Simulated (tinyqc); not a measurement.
Non-radiative capture by multiphonon emission, one effective mode: one step, computed by the program tinyqc.

The initial state (free carrier plus empty centre) lies dE above the final state; both have the same frequency and are displaced by dQ.

Task: Scaled coefficient, cross-section and lifetime. Sommerfeld factor of an attractive centre: s(k) = 2 pi nu/(1 - exp(-2 pi nu)), nu = sqrt(Ry*/E), Ry* = Ry m/eps^2, averaged over (2/sqrt(pi)) sqrt(x) exp(-x) dx with x = E/k_B T = t^2 (trapezoid, t to 6 in steps of 0.01). C = s C_0; v = sqrt(3 k_B T/m); sigma = C/v; tau = 1/(C N_t).

Inputs (values chosen for the exercise, with mass, screening and phonons like those of GaN):
```
quantity,value,unit
carrier mass m,0.205,m_0
dielectric constant eps,9.64,-
temperature T,500,K
defect density N_t,1e+14,cm^-3
```

Centre: attractive.

C_0 = 5.521267e-13 cm^3/s

Constants: Ry = 13.605693123 eV; k_B = 8.617333262e-05 eV/K; k_B = 1.380649e-23 J/K; m_0 = 9.1093837015e-31 kg.

Give: Sommerfeld factor s; capture coefficient C; thermal velocity v; cross-section sigma; capture time.

Result:

Sommerfeld factor s = 5.979

capture coefficient C = 3.301e-12 cm^3/s

thermal velocity v = 3.330e+07 cm/s

cross-section sigma = 9.914e-20 cm^2

capture time = 0.003029 s

Caution: the largest term is not the one nearest energy conservation, so C_0 depends strongly on the broadening b.
